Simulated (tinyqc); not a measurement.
## Random telegraph noise from one oxide trap in a small MOSFET: time constants and noise against gate voltage

An acceptor-like trap exchanges electrons with the channel. Inversion charge Q = Cox u, u = n Vt W0(exp((Vg - VT)/(n Vt))), W0 the Lambert function, n = nf, Cox = eps0 eox/tox; linear regime Id = (W/L) mu Q Vd. Relative to threshold the surface potential rises by Vt ln(u/u0) and the oxide voltage by the rest of Vg - VT, with u0 = n Vt W0(1).

N = Cox u/q; dpsi = Vt ln(u/u0); E = E0 - dpsi - (xt/tox)(Vg - VT - dpsi); capture time tc = 1/[(N/zi) vth s0 exp(-xt/lt - EB/Vt)]; emission time te = tc exp(-E/Vt); occupancy te/(tc + te). A = W L; threshold step dV = q (1 - xt/tox)/(Cox A); gm/Id = 1/(u + n Vt); relative step dI/I = (gm/Id) dV + asc mu/A. fc = (1/tc + 1/te)/(2 pi); rms = (dI/I) sqrt(tc te)/(tc + te).

Values chosen for this exercise; values of the order met in silicon transistors: temperature T = 300 K; relative permittivity of the gate insulator (close to silicon nitride) eox = 7.37; insulator thickness tox = 3.4 nm; depth of the trap from the channel interface xt = 1.1 nm; trap level above the channel Fermi level at threshold E0 = 0.29 eV; capture prefactor s0 = 2e-15 cm^2; capture barrier (lattice relaxation) EB = 0.27 eV; tunnelling decay length lt = 0.16 nm; thermal velocity vth = 1.6e7 cm/s; thickness of the inversion layer zi = 2.5 nm; threshold voltage VT = 0.35 V; body factor nf = 1.09; gate width W = 220 nm; gate length L = 190 nm; mobility mu = 140 cm^2/(V s); scattering coefficient of the charged trap asc = 0 V s; drain voltage Vd = 0.1 V.

Constants: q = 1.602176634e-19 C, kB = 1.380649e-23 J/K, Vt = kB T/q, eps0 = 8.8541878128e-14 F/cm where lengths are in cm. Results are converted to the units shown.

Time constants and noise against gate voltage:
```
Vg (V)	E (eV)	tc (s)	te (s)	occupancy	dI/I (%)	fc (Hz)	rms dI/I (%)
0.81	0.08548	5.612e-5	2.057e-6	0.03535	0.03260	8.022e4	0.006020
0.87	0.06369	4.899e-5	4.170e-6	0.07845	0.02871	4.141e4	0.007719
0.93	0.04217	4.343e-5	8.499e-6	0.1637	0.02563	2.239e4	0.009480
0.99	0.02087	3.898e-5	1.739e-5	0.3085	0.02313	1.324e4	0.01068
1.05	-2.546e-4	3.535e-5	3.570e-5	0.5025	0.02106	8962	0.01053
1.11	-0.02123	3.232e-5	7.347e-5	0.6945	0.01933	7091	0.008904
1.17	-0.04209	2.976e-5	1.516e-4	0.8359	0.01786	6398	0.006614
1.23	-0.06284	2.757e-5	3.133e-4	0.9191	0.01659	6281	0.004523
1.29	-0.08349	2.567e-5	6.488e-4	0.9619	0.01549	6444	0.002963
```

What does the table show?

tc falls from 5.61e-5 to 2.57e-5 s as the channel fills and te rises from 2.06e-6 to 6.49e-4 s; they are equal at Vg = 1.05 V, where E = 0. The rms noise goes from 0.00602 through a maximum of 0.0107 (at Vg = 0.99 V among the rows listed) to 0.00296 %. The slope -Vt d ln(tc/te)/dVg is 0.363 between the first two rows and 0.344 between the last two; it tends to xt/tox = 0.324 only when the surface potential stops moving.

Range of the model: VT is taken as given; short-channel effects and the uneven flow of current among few electrons are left out.

Numbers from tinyqc (`OMP_NUM_THREADS=1 python tinyqc.py 2710142 2710143 out.jsonl`; about 0.01 s on one thread of a shared Intel Xeon 2.30GHz).
